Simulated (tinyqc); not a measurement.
## Convergence with the mesh in the empty well

In an empty well of width L and depth Vb, level k solves kw L/2 = (k - 1) pi/2 + arctan(sqrt((mw/mb)(Vb - E)/E)) with kw = sqrt(mw E/C), C = hbar^2/(2 m0). Mesh: N intervals across the well, hz = L/N, nodes at (i + 1/2) hz from an edge, mass (mw + mb)/2 on the interval that holds an interface, walls 3 L outside the edges; H_ii = C (1/m_(i-1/2) + 1/m_(i+1/2))/hz^2 + V_i, H_(i,i+1) = -C/(m_(i+1/2) hz^2). No field, no charge.

Inputs (values chosen for the exercise); material values close to those of GaN in AlGaN: mass along z in the well mw = 0.195 m0; mass along z in the barriers mb = 0.246 m0; barrier height Vb = 0.407 eV; well width L = 7.04 nm.

Constants: q = 1.602176634e-19 C, hbar = 1.054571817e-34 J s, m0 = 9.1093837015e-31 kg, hbar^2/(2 m0) = 0.0380998212 eV nm^2. Results are converted to the units shown.

The same in every row: exact E1 (meV) = 26.04.

Convergence with the mesh in the empty well:
```
N	E1 on the mesh (meV)	error (%)
4	20.04	-23.1
8	23.97	-7.96
16	25.46	-2.23
32	25.89	-0.576
64	26.01	-0.145
128	26.03	-0.0364
```

What does the table show?

The error goes from -23 % to -0.036 %; between N = 32 and 64 it shrinks by a factor of 4.0, the 4 of a second-order scheme.

Program tinyqc, `OMP_NUM_THREADS=1 python tinyqc.py 2140041 2140042 out.jsonl`; Intel Xeon 2.30GHz, shared host, one thread, about 0.3 s.
